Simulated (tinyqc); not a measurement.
Worked calculation: core-shell quantum dot (spherical envelope functions). Values are carried at full precision from step to step, so a last printed digit may differ when a step is redone from the rounded ones.

Parabolic bands; strain and other valleys are left out. s states, u = r psi, hard wall at R + H, c = hbar^2/2m0, energies from the band edges of the core. Core: u = sin(k1 r)/k1, k1 = sqrt(m1 E/c). At R, psi and psi'/m are continuous, so u is continuous and its slope in the shell is s = u/R + (m2/m1)(u' - u/R). Shell: u(R + x) = u(R) cos(k2 x) + s sin(k2 x)/k2, k2 = sqrt(m2 (E - V)/c); for negative arguments the functions turn into sinh and cosh. A level has u(R + H) = 0.

Constants: hbar^2/2m0 = 3.80998211 eV angstrom^2; e^2/(4 pi eps0) = 14.39964547 eV angstrom; hc = 1239.841984 eV nm.

Values chosen for the exercise (near those of an InP/GaP core-shell dot; shifted at random, so the results belong to these values and not to a real crystal):

| symbol | value | unit | meaning |
|---|---|---|---|
| R | 28 | angstrom | core radius |
| H | 34 | angstrom | shell thickness |
| Vc | 0.388 | eV | conduction edge of the shell above that of the core |
| me1 | 0.08 | m0 | electron, core |
| me2 | 0.133 | m0 | electron, shell |
| E | 0.255 | eV | trial energy of the electron |
| Vv | 0.314 | eV | hole barrier of the shell |
| mh1 | 0.461 | m0 | hole, core |
| mh2 | 0.496 | m0 | hole, shell |
| Eg | 1.339 | eV | gap of the core |
| eps | 10.5 |  | dielectric constant |

## Shooting at a trial energy

Carry the electron solution outwards.

k1^2 = 0.0053544 1/angstrom^2
k2^2 = -0.0046428 1/angstrom^2
u(R) = 12.134 angstrom
s = -1.0519
u(R + H) = -15.398 angstrom

u(R + H) is negative: one node has entered, so the lowest level lies below the trial energy.

## Ground states

Find the lowest root for electron and hole, and the share of u^2 inside the core.

Levels:

| carrier | E (eV) | share in the core |
|---|---|---|
| electron | 0.2368 | 0.751 |
| hole | 0.0723 | 0.959 |

The core holds 9 % of the volume. Both carriers sit mainly in the core, as the type I line-up favours.

## Overlap and Coulomb integrals

Overlap = (integral of u_e u_h)^2 with normalised u. Coulomb integrals J_ab = (q/eps) double integral of u_a(r)^2 u_b(s)^2/max(r, s), q = e^2/(4 pi eps0), one eps everywhere. Exciton E = Eg + E_e + E_h - J_eh; first-order biexciton shift J_ee + J_hh - 2 J_eh (positive: repulsive).

Integrate numerically.

overlap = 0.854

J_eh, J_ee, J_hh (meV): 61.5  54.6  72.1

## Exciton and biexciton

Give E, the wavelength hc/E and the biexciton shift.

E = 1.587 eV
wavelength = 781 nm
biexciton shift = 4 meV

At first order the shift is the Coulomb integral of the net charge density with itself and cannot be negative; correlation, left out here, lowers it, and may reverse a shift as small as this.

## Checks

- Level without offset and mass step against c (pi/(R + H))^2/m, eV: both 0.1223.
- J_ee in that case against 1.786 q/(eps (R + H)), meV: both 39.5.

Run: tinyqc, `OMP_NUM_THREADS=1 python tinyqc.py 1250277 1250278 out.jsonl`; Intel(R) Xeon(R) Processor @ 2.30GHz, one thread, shared host; about 0.03 s of CPU time with all checks.
